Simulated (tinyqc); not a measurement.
Kinetic Monte Carlo and master equation for a particle on a ring of sites with traps and bias: one step, computed by the program tinyqc. Command: `OMP_NUM_THREADS=1 python tinyqc.py 3030718 3030719 out.jsonl kmc walk`. One thread of a shared host (Intel(R) Xeon(R) Processor @ 2.30GHz), about 0.06 s of CPU time with the checks.

6 sites on a ring, numbered 1 to 6. The saddle between i and i+1 lies at E0 + s b_i and site i at s eps_i; a force F tilts the landscape, with the saddle half-way.

Problem. Rate table. Rates: k(i to i+1) = nu exp(-(E0 + s b_i - s eps_i - F a/2)/(k_B T)), k(i to i-1) = nu exp(-(E0 + s b_(i-1) - s eps_i + F a/2)/(k_B T)). Share right = k right/(k right + k left); mean stay = 1/(k right + k left).

Inputs (values chosen for the exercise, for a model defect):
```
quantity,value,unit
reference barrier E0,0.81,eV
scale factor s of the disorder,1,-
attempt frequency nu,19,THz
temperature T,590,K
site spacing a,3.1,angstrom
force F along the ring,0.034,eV/angstrom
```

Disorder: both.

site energies eps_i (eV): [-0.078, 0, -0.028, -0.049, 0, -0.075]

saddle shifts b_i between sites i and i+1 (eV): [-0.073, -0.042, 0.026, 0.066, 0.021, -0.052]

Constants: k_B = 8.617333262e-05 eV/K.

Give: Rates, shares of right hops and mean stays.

Solution.

Rates, shares of right hops and mean stays:
```
site,k right (1/s),k left (1/s),share right,mean stay (s)
1,5.850e+06,4.869e+05,0.9232,1.578e-07
2,1.475e+07,3.413e+06,0.8120,5.507e-08
3,2.232e+06,1.069e+06,0.6760,3.029e-07
4,6.723e+05,1.857e+05,0.7835,1.165e-06
5,4.271e+06,2.217e+05,0.9506,2.226e-07
6,4.106e+06,1.229e+05,0.9709,2.365e-07
```

The particle stays longest on site 4, 21.2 times as long as on the quickest site.
